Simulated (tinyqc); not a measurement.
Off-state leakage of single and stacked transistors: two steps of the calculation.

n-channel devices of unit width. Subthreshold current I(Vg, Vs, Vd) = I0 (T/300 K)^0.5 exp[(Vg - Vs - VT(T) - gb (Vs - Vb) + dd (Vd - Vs))/(nf Vt)] (1 - exp(-(Vd - Vs)/Vt)), VT(T) = VT - cT (T - 300 K). Gate-edge tunnelling Ig (Vd/1 V) exp(ag (Vd - 1 V)), for a gate at 0 V, and band-to-band leakage Ab u exp(-Bb/u), u = Vd - Vb + 1 V, flow at a drain held at V; both are taken as independent of T. In a stack of off transistors (all gates at 0 V) the same subthreshold current passes through each.

Inputs (values chosen for the exercise); values of the order met in bulk silicon logic transistors: temperature T = 378 K; supply voltage V = 0.9 V; threshold at 300 K, zero drain and body bias VT = 0.37 V; fall of the threshold with temperature cT = 0.9 mV/K; current at threshold at 300 K I0 = 0.35 uA/um; slope factor nf = 1.34; drain-induced lowering per volt dd = 0.12; rise of the threshold per volt of source-body bias gb = 0.19; gate-edge tunnelling current at 1 V Ig = 0.0006 uA/um; exponential slope of the gate current ag = 3.4 1/V; prefactor of band-to-band leakage at the drain Ab = 7 uA/(um V); its exponential voltage Bb = 24 V; body voltage Vb = 0 V.

Constants: q = 1.602176634e-19 C, kB = 1.380649e-23 J/K, Vt = kB T/q. Results are converted to the units shown.

Problem 1. Leakage of one transistor. Vg = Vs = 0, Vd = V; effective threshold VT(T) - gb Vb - dd V.

Give: effective threshold; parts; total; shares.

Solution 1.

effective threshold = 0.19180 V
parts (nA/um): subthreshold 4.8515, gate edge 0.38436, band-to-band 0.043454
total = 5.2793 nA/um
shares (%): subthreshold 91.897, gate edge 7.2804, band-to-band 0.82309

The subthreshold part is the largest.

Problem 2. New Vx. Stack of two, Vx the node between them: I_low = I(0, 0, Vx), I_up = I(0, Vx, V), f = ln(I_up/I_low), f' = -(1 + gb + 2 dd)/(nf Vt) - 1/(Vt (exp(Vx/Vt) - 1)) - 1/(Vt (exp((V - Vx)/Vt) - 1)), Vx(new) = Vx - f/f'.

Vx at the start = 0.076 V

Find: I_low; I_up; f; f'; Vx after iteration 1.

Solution 2.

I_low = 0.45471 nA/um
I_up = 0.49577 nA/um
f = 0.086439
f' = -36.059 1/V
Vx after iteration 1 = 0.078397 V

Program tinyqc, `OMP_NUM_THREADS=1 python tinyqc.py 2242041 2242042 out.jsonl`; Intel Xeon 2.30GHz, shared host, one thread, about 0.03 s.
